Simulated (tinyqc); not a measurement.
# Off-state leakage of single and stacked transistors: leakage components against the supply voltage

n-channel devices of unit width. Subthreshold current I(Vg, Vs, Vd) = I0 (T/300 K)^0.5 exp[(Vg - Vs - VT(T) - gb (Vs - Vb) + dd (Vd - Vs))/(nf Vt)] (1 - exp(-(Vd - Vs)/Vt)), VT(T) = VT - cT (T - 300 K). Gate-edge tunnelling Ig (Vd/1 V) exp(ag (Vd - 1 V)), for a gate at 0 V, and band-to-band leakage Ab u exp(-Bb/u), u = Vd - Vb + 1 V, flow at a drain held at V; both are taken as independent of T. In a stack of off transistors (all gates at 0 V) the same subthreshold current passes through each.

One transistor with Vg = Vs = 0, Vd = V; stack factor I(one)/I(two in series).

Values chosen for this exercise; values of the order met in bulk silicon logic transistors: temperature T = 378 K; threshold at 300 K, zero drain and body bias VT = 0.33 V; fall of the threshold with temperature cT = 0.9 mV/K; current at threshold at 300 K I0 = 0.1 uA/um; slope factor nf = 1.17; drain-induced lowering per volt dd = 0.16; rise of the threshold per volt of source-body bias gb = 0.25; gate-edge tunnelling current at 1 V Ig = 1e-6 uA/um; exponential slope of the gate current ag = 4.8 1/V; prefactor of band-to-band leakage at the drain Ab = 20 uA/(um V); its exponential voltage Bb = 25 V; body voltage Vb = -0.6 V.

Constants: q = 1.602176634e-19 C, kB = 1.380649e-23 J/K, Vt = kB T/q. Results are converted to the units shown.

Leakage components against the supply voltage:
```
V (V),subthreshold (nA/um),gate edge (nA/um),band-to-band (nA/um),total (nA/um),stack factor,largest part
0.5,0.019586,4.5359e-5,0.28384,0.30347,7.8764,band-to-band
0.6,0.029804,8.7964e-5,0.51084,0.54074,10.965,band-to-band
0.7,0.045353,1.6585e-4,0.87532,0.92084,15.442,band-to-band
0.8,0.069013,3.0631e-4,1.4366,1.5059,21.942,band-to-band
0.9,0.10502,5.5691e-4,2.2700,2.3756,31.386,band-to-band
1,0.15980,0.0010000,3.4681,3.6289,45.119,band-to-band
1.1,0.24317,0.0017777,5.1422,5.3871,65.104,band-to-band
1.2,0.37004,0.0031340,7.4226,7.7958,94.198,band-to-band
1.3,0.56308,0.0054869,10.459,11.028,136.57,band-to-band
1.4,0.85684,0.0095493,14.422,15.289,198.30,band-to-band
```

Read the table: what changes, and by how much?

As V goes from 0.5 to 1.4, the total leakage rises from 0.303 to 15.3 nA/um. The band-to-band part leads at V = 0.5 and in all other rows. The reduction by a stack of two rises from 7.88 to 198, for the subthreshold part alone.

tinyqc, about 0.03 s, one thread, Intel Xeon 2.30GHz (shared host): `OMP_NUM_THREADS=1 python tinyqc.py 2242197 2242198 out.jsonl`
